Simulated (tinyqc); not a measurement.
Inside a calculation. Model: reverse leakage of an n+-p junction: diffusion, generation, trap-assisted and band-to-band tunnelling.

Computed by the program tinyqc: `OMP_NUM_THREADS=1 python tinyqc.py 2290003 2290004 out.jsonl`, one thread of a shared Intel Xeon 2.30GHz, about 0.01 s for the whole run. Printed values are rounded; ~0 in a residual or rate marks an entry under 1e-11 of the largest of its column.

One-sided abrupt junction in the depletion approximation, x from the junction (0) to W on the p side, field F = F0 (1 - x/W). Flat quasi-Fermi levels, long p side. Traps generate through SRH with both lifetimes shortened by 1 + Gamma (Hurkx enhancement, form for moderate fields); band-to-band generation is local and needs a total bending above Eg.

Parameters, values chosen for the exercise; band and dielectric values close to those of silicon: temperature T = 350 K; band gap Eg = 1.11 eV; relative permittivity eps_r = 11.8; conduction-band density of states at T Nc = 3.47e19 cm^-3; valence-band density of states at T Nv = 3.33e19 cm^-3; acceptor density of the lighter side Na = 3.1e17 cm^-3; donor density of the heavier side Nd = 1e19 cm^-3; SRH lifetime of both carriers at zero field tau = 3e-7 s; trap level above the intrinsic level Et = 0 eV; tunnelling mass mt = 0.25 m0; electron diffusion coefficient on the lighter side Dn = 7.2 cm^2/s; band-to-band prefactor Ab = 6.1e14 cm^-0.5 V^-2.5 s^-1; band-to-band field constant Bb = 1.81e7 V/cm; reverse bias VR = 2.4 V.

Constants: q = 1.602176634e-19 C, kB = 1.380649e-23 J/K, hbar = 1.054571817e-34 J s, m0 = 9.1093837015e-31 kg, Vt = kB T/q, eps0 = 8.8541878128e-14 F/cm where lengths are in cm. Results are converted to the units shown.

## Field, scales and diffusion current

ni = sqrt(Nc Nv) exp(-Eg/(2 Vt)), Eg in volts; Vbi = Vt ln(Na Nd/ni^2); W = sqrt(2 eps0 eps_r (Vbi + VR)/(q Na)); F0 = 2 (Vbi + VR)/W; FG = sqrt(24 mt m0 (kB T)^3)/(q hbar); J_diff = q ni^2 sqrt(Dn/tau)(1 - exp(-VR/Vt))/Na.

ni = 3.46528e11 cm^-3
Vbi = 0.931422 V
W = 118.388 nm
F0 = 562.795 kV/cm
FG = 464.794 kV/cm
J_diff = 3.04041e-10 A/cm^2

## Generation rates across the layer

u = (Vbi + VR)(1 - x/W)^2, p = Na exp(-u/Vt), n = Nd exp((u - Vbi - VR)/Vt); G0 = ni^2 (1 - exp(-VR/Vt))/(tau (n + p + 2 ni cosh(Et/Vt))); Gamma = 2 sqrt(3 pi)(F/FG) exp((F/FG)^2); trap-assisted part G0 Gamma; G_bb = Ab F^2.5 exp(-Bb/F) with F in V/cm, zero unless Vbi + VR > Eg. 13 equal steps.

```
point   x (nm)  F (kV/cm)     Gamma  G0 (cm^-3 s^-1)  G0 Gamma (cm^-3 s^-1)  G_bb (cm^-3 s^-1)
0        0.000    562.795   32.2106       4.00273e10             1.28930e12         1.56282e15
1        9.107    519.503   23.9356       2.67857e17             6.41131e18         8.77125e13
2       18.214    476.211   17.9721       5.77547e17             1.03797e19         2.97182e12
3       27.320    432.919   13.6171       5.77547e17             7.86449e18         5.23432e10
4       36.427    389.628   10.3930       5.77547e17             6.00242e18          3.86339e8
5       45.534    346.336   7.97142       5.77547e17             4.60387e18          8.65393e5
6       54.641    303.044   6.12390       5.77547e17             3.53684e18                 ~0
7       63.748    259.752   4.68922       5.77531e17             2.70817e18                 ~0
8       72.854    216.460   3.55202       5.57563e17             1.98047e18                 ~0
9       81.961    173.168   2.62818       4.16897e16             1.09568e17                 ~0
10      91.068    129.876   1.85500       4.62680e14             8.58270e14                 ~0
11     100.175     86.584   1.18417       1.76349e13             2.08827e13                 ~0
12     109.282     43.292  0.576873       2.48222e12             1.43193e12                 ~0
13     118.388      0.000         0       1.29120e12                      0                  0
```

## Current components

Each current is q times the trapezoid sum of its rate; J adds J_diff; J_bb under 1e-8 of the sum is given as 0.

J_SRH = 6.32195e-7 A/cm^2
J_TAT = 6.36121e-6 A/cm^2
J_bb = 1.27252e-10 A/cm^2
J = 6.99384e-6 A/cm^2

A fine grid gives J = 7.005e-6 A/cm^2; the coarse sum is 0.16 % below it. On the fine grid the largest part is trap-assisted tunnelling (90.9 %). The simple estimate q ni W/(2 tau cosh(Et/Vt)) is 72 % above the fine-grid J_SRH of 6.353e-7 A/cm^2, since near both edges n or p is large enough to quench generation.
